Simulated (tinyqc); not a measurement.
Floating body of a partially depleted SOI transistor: body voltage and kink: two steps of the calculation.

Source at 0 V. Channel current Ic = 2 nf K Vt^2 [F(0) - F(Vd)](1 + la Vd), F(V) = ln^2(1 + exp((Vg - VT - nf V)/(2 nf Vt))), VT = VT0 - gb Vb. Saturation voltage Vs = 2 Vt sqrt(F(0)) + 3 Vt, excess Ve = (Vd - Vs + sqrt((Vd - Vs)^2 + 0.0004 V^2))/2, multiplication M1 = Ai Ve exp(-Bl/Ve). Each junction passes D(v) = J1 (exp(v/Vt) - 1) + J2 (exp(v/(2 Vt)) - 1). Bipolar current Ib = bb J1 (exp(Vb/Vt) - 1). The body settles where M1 (Ic + Ib) = D(Vb) + D(Vb - Vd) + Vb/Rb; drain current Id = (1 + M1)(Ic + Ib) - D(Vb - Vd).

Values chosen for this exercise; values of the order met in partially depleted silicon-on-insulator transistors:
- T = 358 K (temperature)
- VT0 = 0.52 V (threshold at zero body voltage)
- gb = 0.27 (fall of the threshold per volt of body voltage)
- nf = 1.46 (slope factor)
- K = 110 uA/(V^2 um) (gain factor per width)
- la = 0.05 1/V (channel-length modulation factor)
- Ai = 3.86 1/V (impact-ionisation prefactor)
- Bl = 6.4 V (impact-ionisation voltage)
- J1 = 3.2e-10 uA/um (diffusion saturation current of each junction)
- J2 = 3.9e-7 uA/um (recombination saturation current of each junction)
- bb = 0 (gain of the lateral bipolar transistor on the diffusion current)
- Rb = 1e9 kohm um (resistance of a weak body tie to the source (1e9 stands for no tie, and the term is then dropped))
- Vg = 0.42 V (gate voltage)
- Vd = 2.3 V (drain voltage)

Constants: q = 1.602176634e-19 C, kB = 1.380649e-23 J/K, Vt = kB T/q. Results are converted to the units shown.

Task 1. New Vb. Current into the body I_in = M1 (Ic + Ib) - D(Vb - Vd), current out I_out = D(Vb) + Vb/Rb; f = ln(I_in/I_out), s = df/dVb by central differences over 1e-5 V, Vb(new) = Vb - f/s.

Vb after iteration 1 = 0.62091855 V

Give: Ic; Ve; M1; I_in; I_out; f; s; Vb after iteration 2.

Result 1.

Ic = 0.44104 uA/um
Ve = 2.1373 V
M1 = 0.41304
I_in = 0.18217 uA/um
I_out = 0.18543 uA/um
f = -0.017715
s = -28.269 1/V
Vb after iteration 2 = 0.62029 V

Task 2. Drain current with floating and with grounded body. Id and VT at the converged Vb, Id at Vb = 0, their ratio, and the bipolar share Ib/(Ic + Ib).

converged Vb = 0.62029180 V

Find: VT; Id, floating; Id, grounded; ratio; bipolar share.

Result 2.

VT = 0.3525 V
Id, floating = 0.6218 uA/um
Id, grounded = 0.04023 uA/um
ratio = 15.46
bipolar share = 0.000 %

The body rises to 0.620 V and lowers the threshold by 167 mV.

Range of the model: The multiplication law is an empirical form chosen for the exercise; self-heating and capacitive coupling to the body are left out, and the linear laws are rough once Vb passes about 0.7 V or M1 about 0.1.

Numbers from tinyqc (`OMP_NUM_THREADS=1 python tinyqc.py 2182056 2182057 out.jsonl`; about 0.2 s on one thread of a shared Intel Xeon 2.30GHz).
